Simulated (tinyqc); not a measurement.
Deal-Grove kinetics of thermal oxidation of silicon: one step, computed by the program tinyqc. Command: `OMP_NUM_THREADS=1 python tinyqc.py 3012093 3012094 out.jsonl oxide walk`. One thread of a shared host (Intel(R) Xeon(R) Processor @ 2.30GHz), about 0.08 s of CPU time with the checks.

Oxidant diffuses through the oxide and reacts at the interface, so that dx/dt = B/(A + 2x) for the oxide thickness x.

Problem. Rate constants. B = B0 p exp(-E_B/(k_B T)), B/A = (B/A)0 p^m exp(-E_A/(k_B T)), p in atm; A = B/(B/A). Temperatures in kelvin are T(C) + 273.15.

Inputs (values chosen for the exercise, close to those used for silicon):

| quantity | value | unit |
|---|---|---|
| prefactor B0 | 843 | um^2/h |
| activation energy E_B | 1.24 | eV |
| prefactor (B/A)0 | 7.13e+06 | um/h |
| activation energy E_A | 2.01 | eV |
| temperature T | 1200 | C |
| oxidant pressure p | 0.5 | atm |
| pressure exponent m of B/A | 0.78 | - |

Ambient: dry oxygen. Surface: (111).

Constants: k_B = 8.617333262e-05 eV/K.

Give: parabolic constant B; linear constant B/A; length A.

Solution.

parabolic constant B = 0.02413 um^2/h

linear constant B/A = 0.5519 um/h

length A = 0.04373 um

Reaction at the interface limits growth while x is well below A/2 = 0.0219 um, diffusion once x is well above it.
